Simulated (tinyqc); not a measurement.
## Hexagonal on-chip spiral inductor, lumped pi model: quality factor against frequency

Outer diameter do = di + 2 n wd + 2 (n - 1) sp, mean da = (do + di)/2, fill p = (do - di)/(do + di), length l = 3.464 n da. L = 2.33 mu0 n^2 da/(1 + 3.82 p), mu0 = 4 pi 1e-7 H/m. Rs = rho l/(wd delta (1 - exp(-th/delta))), delta = sqrt(rho/(pi f mu0)). Cs = n wd^2 eps0 eo/hu across the coil. At each end Cox = l wd eps0 eo/(2 ho) leads to the substrate branch Rsi = 2 rs he/(l wd) in parallel with Csi = l wd eps0 11.7/(2 he). With one end grounded Y = 1/(Rs + i w L) + i w Cs + 1/[1/(i w Cox) + 1/(1/Rsi + i w Csi)], w = 2 pi f; Q = -Im Y/Re Y. Eddy currents in neighbouring turns and in the substrate are left out.

Apparent inductance Im(1/Y)/w; share of the loss Re(substrate branch)/Re Y.

Inputs (values chosen for the exercise); values of the order met in silicon radio-frequency processes:
```
symbol  value     unit                                     meaning
n         3.5                                      number of turns
wd          8       um                                  line width
sp          3       um                         space between turns
di        100       um                              inner diameter
th          3       um                             metal thickness
rho       1.9  uohm cm                           metal resistivity
ho        8.3       um                        oxide below the coil
hu        1.2       um            oxide between coil and underpass
eo        4.1                   relative permittivity of the oxide
rs          1   ohm cm                       substrate resistivity
he         50       um  effective spreading depth in the substrate
```

Constants: eps0 = 8.8541878128e-12 F/m. Results are converted to the units shown.

Quality factor against frequency:
```
f (GHz)  Rs (ohm)  w L/Rs      Q  apparent inductance (nH)  loss in the substrate (%)
0.29        1.838   2.408  2.408                     2.430                   2.608e-4
0.48        2.012   3.640  3.637                     2.431                   0.001639
0.79        2.247   5.365  5.353                     2.434                    0.01036
1.3         2.568   7.727  7.676                     2.443                    0.06528
2.1         2.989   10.72  10.52                     2.466                     0.3772
3.4         3.566   14.55  13.68                     2.527                      2.120
5.6         4.381   19.51  15.45                     2.714                      11.38
9.2         5.481   25.62  10.60                     3.365                      42.24
15          6.923   33.07  1.822                     6.958                      79.48
```

Q goes from 2.41 through a maximum of 15.5 (at f = 5.6 GHz among the rows listed) to 1.82; the exact peak is 15.5 at 5.37 GHz and Q reaches zero at the self-resonance, 17.7 GHz. The share of the substrate rises from 2.61e-4 to 79.5 %, and the apparent inductance ends at 2.86 times L. At the peak the substrate takes 9.99 % of the loss. For f = 15 the coil is longer than 0.15 of a wavelength in the oxide, where one lumped section is rough.

tinyqc, about 0.01 s, one thread, Intel Xeon 2.30GHz (shared host): `OMP_NUM_THREADS=1 python tinyqc.py 2302210 2302211 out.jsonl`
